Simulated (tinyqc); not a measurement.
Field-effect mobility of a thin-film transistor with band-tail and deep states (multiple trapping): one step, computed by the program tinyqc.

A thick film in accumulation at small drain voltage. Only free electrons move; trapped ones still screen the gate. N_c and mu_0 are held fixed when T changes, leaving out the T^(3/2) growth of N_c. x = E_0 - psi is the distance of the Fermi level below the band edge.

Problem. Free and trapped densities. F_j(eta) = int_0^infinity x^j/(1 + exp(x - eta)) dx, without a gamma-function factor. Integrals over x = E/(k_B T) use 160 Gauss-Legendre points in u = sqrt(x) from 0 to sqrt(max(eta, 0) + 32). Free n(x) = N_c (2/sqrt(pi)) F_1/2(-x/k_B T), with F_1/2 from its two-term series in exp(-x/k_B T) for x >= 12 k_B T; tail n_t(x) = int_0^1.2eV g_t exp(-E/E_t)/(1 + exp((x - E)/k_B T)) dE, E counted down from the edge, 120 Gauss-Legendre points; deep charge g_d psi; space charge rho(psi) = n + n_t + g_d psi less its value at psi = 0.

Inputs (values chosen for the exercise, modelled on amorphous silicon):
```
quantity                           value         unit
effective density of states N_c  2.1e+20       1/cm^3
tail density at the edge g_t     2.5e+21  1/(eV cm^3)
tail width E_t                        44          meV
temperature T                        350            K
```

Deep states: included.

Constants: k_B = 8.617333262e-05 eV/K.

Give: Local densities at x = 0.4, 0.3, 0.2, 0.15, 0.1, 0.05, 0 and -0.05 eV.

Solution.

Local densities at x = 0.4, 0.3, 0.2, 0.15, 0.1, 0.05, 0 and -0.05 eV:
```
x (eV)  n (1/cm^3)  n_t (1/cm^3)  n/(n + n_t)
0.40     3.652e+14     3.155e+16       0.0114
0.30     1.006e+16     2.988e+17       0.0326
0.20     2.768e+17     2.695e+18       0.0931
0.15     1.450e+18     7.726e+18       0.1580
0.10     7.530e+18     2.060e+19       0.2677
0.05     3.757e+19     4.726e+19       0.4429
0.00     1.607e+20     8.177e+19       0.6627
-0.05    4.930e+20     1.024e+20       0.8280
```

E_t/k_B T = 1.46: deep in the tail n_t follows exp(-x/E_t), more slowly than n, so the free share grows as the Fermi level rises.
